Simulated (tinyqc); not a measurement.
# Worked calculation: random telegraph noise from one oxide trap in a small MOSFET

Computed by the program tinyqc: `OMP_NUM_THREADS=1 python tinyqc.py 2710043 2710044 out.jsonl`, one thread of a shared Intel Xeon 2.30GHz, about 0.01 s for the whole run. Printed values are rounded.

An acceptor-like trap exchanges electrons with the channel. Inversion charge Q = Cox u, u = n Vt W0(exp((Vg - VT)/(n Vt))), W0 the Lambert function, n = nf, Cox = eps0 eox/tox; linear regime Id = (W/L) mu Q Vd. Relative to threshold the surface potential rises by Vt ln(u/u0) and the oxide voltage by the rest of Vg - VT, with u0 = n Vt W0(1).

Inputs (values chosen for the exercise); values of the order met in silicon transistors: temperature T = 300 K; relative permittivity of the gate insulator (close to silicon dioxide) eox = 3.9; insulator thickness tox = 1.6 nm; depth of the trap from the channel interface xt = 0.66 nm; trap level above the channel Fermi level at threshold E0 = 0.05 eV; capture prefactor s0 = 6e-15 cm^2; capture barrier (lattice relaxation) EB = 0.34 eV; tunnelling decay length lt = 0.15 nm; thermal velocity vth = 1.5e7 cm/s; thickness of the inversion layer zi = 2.4 nm; threshold voltage VT = 0.36 V; body factor nf = 1.38; gate width W = 270 nm; gate length L = 140 nm; mobility mu = 360 cm^2/(V s); scattering coefficient of the charged trap asc = 1.1e-16 V s; drain voltage Vd = 0.1 V; gate voltage Vg = 0.36 V.

Constants: q = 1.602176634e-19 C, kB = 1.380649e-23 J/K, Vt = kB T/q, eps0 = 8.8541878128e-14 F/cm where lengths are in cm. Results are converted to the units shown.

Range of the model: VT is taken as given; short-channel effects and the uneven flow of current among few electrons are left out.

## Trap level, time constants and occupancy

N = Cox u/q; dpsi = Vt ln(u/u0); E = E0 - dpsi - (xt/tox)(Vg - VT - dpsi); capture time tc = 1/[(N/zi) vth s0 exp(-xt/lt - EB/Vt)]; emission time te = tc exp(-E/Vt); occupancy te/(tc + te).

u = 0.0202333 V
N = 2.72552e11 cm^-2
dpsi = 0 V
E = 0.05 eV
tc = 4.10359e-4 s
te = 5.93200e-5 s
occupancy = 0.126299

The trap lies 1.9 Vt above the Fermi level, so it is empty most of the time.

## Step height

A = W L; threshold step dV = q (1 - xt/tox)/(Cox A); gm/Id = 1/(u + n Vt); relative step dI/I = (gm/Id) dV + asc mu/A. Id as defined.

electrons in the channel N A = 103.025
dV = 0.115381 mV
gm/Id = 17.8862 1/V
number part of dI/I = 0.206372 %
dI/I = 0.216848 %
Id = 3.03178 uA
dI = 6.57436 nA

## Lorentzian spectrum

Spectrum S(f) = 4 dI^2/{(tc + te)[(1/tc + 1/te)^2 + (2 pi f)^2]}; corner fc = (1/tc + 1/te)/(2 pi); variance dI^2 tc te/(tc + te)^2. Give S at f = 0, at fc and at 10 fc.

fc = 3070.83 Hz
S(0) = 9.88767e-22 A^2/Hz
S(fc) = 4.94384e-22 A^2/Hz
S(10 fc) = 9.78978e-24 A^2/Hz
rms current = 2.18391 nA

The rms value is 0.332 of the step; it reaches its largest share, 1/2, when tc = te.
